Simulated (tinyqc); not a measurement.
Worked calculation: thresholds of impact ionisation and Auger recombination from band masses. Values are carried at full precision from step to step, so a last printed digit may differ when a step is redone from the rounded ones.

Parabolic bands, no phonon. At threshold the three slow carriers share one velocity. With M their total mass and m4 the mass of the fast carrier, the fast carrier has the kinetic energy E_T = G M/(M - m4) and the slow ones together E_a = G m4/(M - m4), the activation energy of the Auger rate. CCCH (fast electron): G = Eg, M = 2 me + mh, m4 = me. CHHS (hole into the split-off band): G = Eg - Dso, M = 2 mh + me, m4 = ms; this form holds for Eg > Dso (below, the process needs about Dso - Eg and is marked by a dash). CHHL (hole into the light band): G = Eg, M = 2 mh + me, m4 = ml. CHHH (fast heavy hole): G = Eg, M = 2 mh + me, m4 = mh.

Constants: kB = 8.617333262e-05 eV/K; hbar^2/2m0 = 3.80998211 eV angstrom^2.

Parameters, chosen for this exercise (near those of InAs, gap at low temperature and not tied to T; the results hold for these values, not for the real material): Eg = 0.41 eV (gap at Gamma to the s-like level); Dso = 0.394 eV (spin-orbit splitting); me = 0.0258 m0 (electron mass at Gamma); mh = 0.38 m0 (heavy-hole mass); ms = 0.137 m0 (split-off mass); ml = 0.027 m0 (light-hole mass); T = 400 K (temperature).

## Thresholds of four processes

Give G, M, m4, E_T, E_a and E_a/kT.

Results:
```
process  G (eV)       M      m4  E_T (eV)  E_a (eV)  E_a/kT
CCCH     0.4100  0.4316  0.0258    0.4361    0.0261    0.76
CHHS     0.0160  0.7858  0.1370    0.0194    0.0034    0.10
CHHL     0.4100  0.7858  0.0270    0.4246    0.0146    0.42
CHHH     0.4100  0.7858  0.3800    0.7939    0.3839   11.14
```

The lowest activation energy is that of CHHS (3 meV), then CHHL (15 meV). CHHS leads because G = Eg - Dso is small. At equal G a light fast carrier takes up the energy with little momentum, so little is asked of the slow ones; CHHH asks 0.94 Eg. For equal masses E_T would be 3/2 Eg; for electrons here it is 1.064 Eg.

## Momenta at the CCCH threshold

At the threshold of the parabolic CCCH process the fast electron has E_T = Eg M/(M - me), M = 2 me + mh, and the slow carriers E_a = E_T - Eg together. It has k4 = sqrt(me E_T/c), c = hbar^2/2m0; the slow carriers share k4 in proportion to their masses. Give the wave vectors and kinetic energies, and check that they add up to E_a.

k4 = 0.05434 1/angstrom

electron, electron, hole (1/angstrom): 0.00325  0.00325  0.04784

their kinetic energies (meV): 1.56  1.56  22.95

sum = 26.07 meV

The hole carries 88 % of the momentum and of the energy of the slow carriers.

## Non-parabolicity raises the threshold

Non-parabolic fast electron: E (1 + alpha E) = c k^2/me with alpha = (1 - me)^2/Eg; the slow carriers stay parabolic, so E_T = Eg + me E_T (1 + alpha E_T)/M, M = 2 me + mh (the root between Eg and 1.9 Eg).

Give alpha, E_T, E_a = E_T - Eg and k4.

alpha = 2.3148 1/eV
E_T = 0.4683 eV
E_a = 0.0583 eV
k4 = 0.08130 1/angstrom

E_a is 2.24 times the parabolic value, since an electron at E_T above the edge has 1 + alpha E_T = 2.08 times the squared momentum, and E_T itself is 1.07 times higher.

## Temperature dependence

For non-degenerate carriers at fixed densities the Auger coefficient goes as exp(-E_a/kT), up to slowly varying powers of T. Give exp(-E_a/kT) for the parabolic and the non-parabolic CCCH value, and the characteristic temperature T0 = kT^2/E_a of each.

Boltzmann factors: 0.4694  0.1840

T0 (K): 529  236

Non-parabolicity lowers the factor by 2.6 times; direct CCCH stays open at this temperature.

## Checks

- Largest energy that an electron at k4 can give to a pair, by numerical search, against Eg (eV): both 0.4100.

Program tinyqc; command `OMP_NUM_THREADS=1 python tinyqc.py 1851199 1851200 out.jsonl`; about 0.01 s on one thread of a shared Intel(R) Xeon(R) Processor @ 2.30GHz.
